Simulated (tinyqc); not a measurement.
# Hot electrons in a saturated n-channel MOSFET, lucky-electron model: what changes with what

Beyond pinch-off the lateral field grows as Esat cosh(y/l) over the velocity-saturated region (pseudo-two-dimensional model). Impact ionisation in this region gives the substrate current, which biases the body forward through Rsub. Currents are per width. Local-field laws: they overstate ionisation when the field peak is narrower than an energy relaxation length.

Parameters, values chosen for the exercise; values close to those of silicon n-channel devices:

| symbol | value | unit | meaning |
|---|---|---|---|
| L | 0.8 | um | channel length |
| tox | 18 | nm | oxide thickness |
| xj | 280 | nm | junction depth |
| VT | 0.52 | V | threshold |
| mu | 410 | cm^2/(V s) | effective mobility |
| vs | 8.2e6 | cm/s | saturation velocity |
| Ai | 2e6 | 1/cm | ionisation prefactor |
| Bi | 1.82 | MV/cm | ionisation field |
| Rd | 700 | ohm um | resistance of the lightly doped drain |
| Rsub | 15000 | ohm um | substrate resistance |
| kb | 0.47 |  | fall of VT per volt of forward body bias |
| m | 2.9 |  | lifetime exponent |
| Hl | 1200 | s uA/um | lifetime constant |
| Vd | 3.7 | V | drain voltage |
| Vg | 2.7 | V | gate voltage |

Constants: eps0 = 8.8541878128e-14 F/cm where lengths are in cm. Results are converted to the units shown.

Each table varies one quantity; the others keep the values above.

## Effect of the gate voltage

Cox = 3.9 eps0/tox, l = sqrt(3 tox xj), Esat = 2 vs/mu. Overdrive g = Vg - VT + kb Vb; Vdsat = g Esat L/(g + Esat L); Id = Cox vs (g - Vdsat); dV = Vd - Id Rd - Vdsat; Em = sqrt((dV/l)^2 + Esat^2); Isub = Id (Ai/Bi) l Em exp(-Bi/Em). Vb = Rsub Isub is solved self-consistently. Lifetime tau = (Hl/Id)(Isub/Id)^(-m); 1 year = 3.15576e7 s.

Effect of the gate voltage:

| Vg (V) | Id (uA/um) | Em (MV/cm) | Isub (uA/um) | Isub/Id | tau (years) |
|---|---|---|---|---|---|
| 0.67 | 1.057 | 0.2919 | 0.008180 | 0.007737 | 47.76 |
| 1.05 | 11.86 | 0.2663 | 0.04586 | 0.003867 | 31.82 |
| 1.43 | 31.72 | 0.2447 | 0.06184 | 0.001949 | 86.69 |
| 1.81 | 58.33 | 0.2264 | 0.05749 | 9.855e-4 | 340.8 |
| 2.19 | 90.11 | 0.2104 | 0.04477 | 4.969e-4 | 1608 |
| 2.56 | 125.0 | 0.1966 | 0.03164 | 2.532e-4 | 8191 |
| 2.94 | 163.9 | 0.1839 | 0.02052 | 1.252e-4 | 4.817e4 |
| 3.32 | 205.6 | 0.1725 | 0.01250 | 6.083e-5 | 3.113e5 |
| 3.7 | 249.3 | 0.1620 | 0.007216 | 2.894e-5 | 2.213e6 |

What does the table show?

As Vg goes from 0.67 to 3.7 V, Em falls from 0.292 to 0.162 MV/cm, Isub goes from 0.00818 through a maximum of 0.0618 (at Vg = 1.43 V among the rows listed) to 0.00722 uA/um and tau goes from 47.8 through a minimum of 31.8 (at Vg = 1.05 V among the rows listed) to 2.21e6 years. Id grows with Vg while the rising Vdsat lowers the field, hence the bell shape; the peak row has Vg/Vd = 0.39. For Vg = 2.19 to 3.7 V tau is a far extrapolation that only says that hot carriers are no limit.

## Effect of the channel length

Same model as above.

Results:

| L (um) | Id (uA/um) | Em (MV/cm) | Isub (uA/um) | Isub/Id | tau (years) |
|---|---|---|---|---|---|
| 0.4 | 197.90 | 0.21828 | 0.13964 | 7.0560e-4 | 264.73 |
| 0.8 | 138.98 | 0.19175 | 0.027188 | 1.9563e-4 | 15559 |
| 1.1 | 113.62 | 0.18037 | 0.011487 | 1.0110e-4 | 1.2909e5 |
| 1.6 | 87.135 | 0.16851 | 0.0040462 | 4.6437e-5 | 1.6069e6 |
| 2.3 | 65.695 | 0.15895 | 0.0015025 | 2.2872e-5 | 1.6618e7 |
| 3.2 | 49.907 | 0.15193 | 6.4291e-4 | 1.2882e-5 | 1.1560e8 |

Estimate the missing row, L = 0.57 um.

Computed row:

| L (um) | Id (uA/um) | Em (MV/cm) | Isub (uA/um) | Isub/Id | tau (years) |
|---|---|---|---|---|---|
| 0.57 | 167.67 | 0.20466 | 0.063709 | 3.7996e-4 | 1881.0 |

With this row back in the table: As L goes from 0.4 to 3.2 um, Em falls from 0.218 to 0.152 MV/cm, Isub falls from 0.140 to 6.43e-4 uA/um and tau rises from 265 to 1.16e8 years. From the first row to the last, log10(tau) changes by 5.6: 5.0 from (Isub/Id)^(-m), which holds Em and l, and 0.60 from 1/Id. At L = 0.4 um the saturated region takes over 60 % of L, so using the full L in Vdsat is rough. For L = 0.57 to 3.2 um tau is a far extrapolation that only says that hot carriers are no limit.

## Effect of the drain voltage

Same model as above.

Effect of the drain voltage:

| Vd (V) | Id (uA/um) | Em (MV/cm) | Isub (uA/um) | Isub/Id | tau (years) |
|---|---|---|---|---|---|
| 2.56 | 139.0 | 0.1029 | 4.040e-6 | 2.907e-8 | 1.964e15 |
| 2.81 | 139.0 | 0.1219 | 7.518e-5 | 5.411e-7 | 4.081e11 |
| 3.07 | 139.0 | 0.1421 | 7.276e-4 | 5.236e-6 | 5.650e8 |
| 3.33 | 139.0 | 0.1625 | 0.004157 | 2.992e-5 | 3.606e6 |
| 3.59 | 139.0 | 0.1830 | 0.01649 | 1.187e-4 | 6.628e4 |
| 3.84 | 139.0 | 0.2029 | 0.04846 | 3.486e-4 | 2912 |
| 4.1 | 139.0 | 0.2236 | 0.1228 | 8.833e-4 | 196.4 |

As Vd goes from 2.56 to 4.1 V, Em rises from 0.103 to 0.224 MV/cm, Isub rises from 4.04e-6 to 0.123 uA/um and tau falls from 1.96e15 to 196 years. The slope of ln(tau) against 1/Vd is 244 V between the first two rows and 163 V between the last two. For Vd = 2.56 to 3.84 V tau is a far extrapolation that only says that hot carriers are no limit.

Numbers from tinyqc (`OMP_NUM_THREADS=1 python tinyqc.py 2550078 2550079 out.jsonl`; about 0.01 s on one thread of a shared Intel Xeon 2.30GHz).
